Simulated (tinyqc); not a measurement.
Worked calculation: Koster-Slater impurity in a tight-binding band, by Green functions and by supercells. Computed by tinyqc, a small Python program that keeps every step. Command: `OMP_NUM_THREADS=1 python tinyqc.py 3009348 3009349 out.jsonl kosterslater walk`. One thread of a shared host (Intel(R) Xeon(R) Processor @ 2.30GHz), about 0.03 s of CPU time with the checks. Intermediate numbers are printed to about 5 digits and carried at full precision; extremes and crossings named in words are read from the listed rows.

One orbital per site, e(k) = -2 t sum cos(k_i) over 3 direction(s), band from -6 t to 6 t, lattice constant 1. One site has the extra energy U. Spin is left out.

Inputs (values chosen for the exercise, for a model band):

| quantity | value | unit |
|---|---|---|
| hopping t | 1.4 | eV |
| impurity potential U | -9.69 | eV |
| supercell edge N | 3 | sites |
| energy inside the band E | 1.63 | eV |
| broadening eta | 0.11 | eV |
| impurity concentration c | 0.0005 | per site |

Lattice: simple cubic.

Constants: hbar = 6.582119569e-16 eV s.

## The host Green function outside the band

Outside the band G0(E) = (1/pi) int_0^pi dk (2/(pi z)) K(16 t^2/z^2), z = E + 2 t cos k, K the complete elliptic integral with parameter m; 200 Gauss-Legendre points. A bound state solves 1/U = G0(E). Energies: 0.05, 0.2, 0.5, 1, 2, 4 and 8 t beyond the band edge on the side of U, rounded to four digits.

Scan on the side of U:

| E (eV) | G0 (1/eV) | 1/U - G0 (1/eV) |
|---|---|---|
| -8.47 | -0.16746 | 0.064259 |
| -8.68 | -0.15401 | 0.050807 |
| -9.10 | -0.13848 | 0.035281 |
| -9.80 | -0.12180 | 0.018604 |
| -11.20 | -0.10067 | -0.002534 |
| -14.00 | -0.07653 | -0.026666 |
| -19.60 | -0.05272 | -0.050483 |

G0 stays finite at the band edge, 0.252731/t in size, so binding needs |U| > 3.957 t.

## The bound state

Bisection in ln(distance from the edge) between 1e-5 t and |U| + t. Weight on the impurity site: -1/(U^2 dG0/dE), by a central difference with step min(1e-4 t, distance/30). Decay length along an axis: 1/arccosh(1 + distance/(2 t)).

level E_b = -10.993 eV

distance from the band edge = 2.5930 eV

weight on the impurity site = 0.84389

decay length = 0.78543 sites

The state is compact: most of it sits on the impurity.

## Green function inside the band

Inside the band G0(z), z = E + i eta, comes from the chain form 1/(sqrt(y - 2t) sqrt(y + 2t)) (principal roots) at y = z + 2 t cos k + 2 t cos k', averaged over k and k' in (0, pi) with 200 Gauss-Legendre points each.

G0(E + i eta) = 0.08333-0.31492i 1/eV

## Scattering

T = U/(1 - U G0); phase shift delta = -arg(1 - U G0) in (-pi, pi]; host density of states -Im G0/pi; on the impurity -Im[G0/(1 - U G0)]/pi; lifetime of a band state hbar/(-2 c Im T).

T matrix = -1.3923-2.3508i eV

phase shift delta = 1.0361 rad

host density of states = 0.10024 1/eV

density of states on the impurity = 0.0079691 1/eV

scattering lifetime = 280.00 fs

The Born approximation would take Im T = U^2 Im G0 = -29.6 eV, 12.6 times the full value.

## The level in the supercell

In a periodic cell of N sites along each direction with Bloch vector K, the level solves 1/U = N^-d sum_k 1/(E - e(k)), k_i = (2 pi m_i + K_i)/N, m_i = 0..N-1; the outermost root on the side of U is taken (bisection). d is the number of directions. Gamma means K_i = 0, the zone corner K_i = pi, the quarter point K_i = pi/2. The error is measured against the isolated level E_b.

level at Gamma = -11.250 eV

level at the corner = -10.765 eV

level at the quarter point = -10.991 eV

error at Gamma = -0.25707 eV

width between Gamma and the corner = 0.48494 eV

Images turn the level into a band 0.485 eV wide; the quarter point misses the isolated level by 0.0024 eV, far less than Gamma, because the leading hopping between images averages out there.

## Convergence with cell size

Even N; errors against the isolated level E_b, set to 0 below 1e-6 t.

Error of the level (eV):

| N | sites | Gamma | corner | quarter point |
|---|---|---|---|---|
| 2 | 8 | -1.2516e+00 | 1.3030e+00 | 4.6375e-02 |
| 4 | 64 | -5.2752e-02 | 4.6375e-02 | 1.3579e-04 |
| 6 | 216 | -2.4939e-03 | 2.3529e-03 | 0 |
| 8 | 512 | -1.3852e-04 | 1.3579e-04 | 0 |
| 10 | 1000 | -8.4557e-06 | 8.4015e-06 | 0 |
| 12 | 1728 | 0 | 0 | 0 |

The error at Gamma falls exponentially, between the last two resolved rows by exp(-1.398) per site against 1/(decay length) = 1.273; the rest is the power-law prefactor of the Green function. Gamma and the corner err in opposite directions. Among the sizes listed an error below 1 meV is first reached at N = 8 at Gamma; at the quarter point N = 4 is enough.

## Phase shift across the band

delta/pi = -arg(1 - U G0)/pi counts the states added below E (Friedel); host DOS = -Im G0/pi, DOS on the impurity = -Im[G0/(1 - U G0)]/pi; 13 evenly spaced energies from -(band edge + |U| + 2t) to +(band edge + |U| + 2t).

Across the spectrum:

| E (eV) | Re G0 (1/eV) | host DOS (1/eV) | DOS on the impurity (1/eV) | delta/pi |
|---|---|---|---|---|
| -20.890 | -0.04925 | 0.00009 | 0.000320 | 0.00162 |
| -17.408 | -0.05992 | 0.00013 | 0.000749 | 0.00304 |
| -13.927 | -0.07700 | 0.00023 | 0.003490 | 0.00859 |
| -10.445 | -0.11072 | 0.00053 | 0.094794 | 0.93090 |
| -6.963 | -0.18681 | 0.02133 | 0.019785 | 0.78496 |
| -3.482 | -0.21279 | 0.06726 | 0.012642 | 0.65230 |
| 0.000 | 0.00000 | 0.10027 | 0.009719 | 0.39922 |
| 3.482 | 0.21279 | 0.06726 | 0.004957 | 0.18761 |
| 6.963 | 0.18681 | 0.02133 | 0.002564 | 0.07228 |
| 10.445 | 0.11072 | 0.00053 | 0.000123 | 0.00247 |
| 13.927 | 0.07700 | 0.00023 | 0.000074 | 0.00125 |
| 17.408 | 0.05992 | 0.00013 | 0.000053 | 0.00081 |
| 20.890 | 0.04925 | 0.00009 | 0.000040 | 0.00057 |

delta/pi starts and ends near zero (+0.002 and +0.001): the impurity moves states but creates none. delta/pi rises at the bound state below the band (-10.993 eV), reaches 0.93 among these rows (1 in the limit of small eta, just above the level) and is paid back by the top of the band.

Checks made by the program: G0 at the level by a direct sum over directions (relative difference below 1e-10).
